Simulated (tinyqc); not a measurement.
Inside a calculation. Method: RKS/exchange-only LDA in the sto-3g basis, for H6, spin multiplicity 1. One step of it, computed by the program tinyqc.

Question. Iteration 2: DIIS coefficients. Solve [B -1; -1 0][c; lambda] = [0; -1] for the coefficients, which sum to one.

B (overlaps of the stored error matrices):
$$\begin{pmatrix}
6.5854973e-02 & 2.4584000e-01 \\
2.4584000e-01 & 9.6643605e-01
\end{pmatrix}$$

Give: DIIS coefficients.

Answer.

DIIS coefficients: [1.3329, -0.3329]
